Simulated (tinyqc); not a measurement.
Electron continuity equation in a given potential, Scharfetter-Gummel discretisation: one step of the calculation.

Steady state in one dimension: J = q mu n E + q D dn/dx with E = -dpsi/dx and D = mu Vt, dJ/dx = q (n/tau - G), fixed densities nL and nR at the ends. The potential is given, psi = U x/L, and is not changed by the electrons.

Problem. Bernoulli factors. d_i = (psi_(i+1) - psi_i)/Vt; B(d) = d/(exp(d) - 1), B(0) = 1. The flux on interval i is J_i = (q D/h) [n_(i+1) B(d_i) - n_i B(-d_i)].

Inputs (values chosen for the exercise):
```
symbol,value,unit,meaning
T,300,K,temperature
```

Constants: q = 1.602176634e-19 C, kB = 1.380649e-23 J/K, Vt = kB T/q. Results are converted to the units shown.

```
node,psi (V)
0,0.00000000
1,0.01800000
2,0.03600000
3,0.05400000
4,0.07200000
5,0.09000000
6,0.10800000
7,0.12600000
8,0.14400000
9,0.16200000
10,0.18000000
```

Find: d_i; B(d_i); B(-d_i).

Solution.

```
interval,d_i,B(d_i),B(-d_i)
0,0.69627,0.69194,1.3882
1,0.69627,0.69194,1.3882
2,0.69627,0.69194,1.3882
3,0.69627,0.69194,1.3882
4,0.69627,0.69194,1.3882
5,0.69627,0.69194,1.3882
6,0.69627,0.69194,1.3882
7,0.69627,0.69194,1.3882
8,0.69627,0.69194,1.3882
9,0.69627,0.69194,1.3882
```

The largest |d_i| is 0.696, below 2, so central differences would also keep densities positive.

Numbers from tinyqc (`OMP_NUM_THREADS=1 python tinyqc.py 2220035 2220036 out.jsonl`; about 0.01 s on one thread of a shared Intel Xeon 2.30GHz).
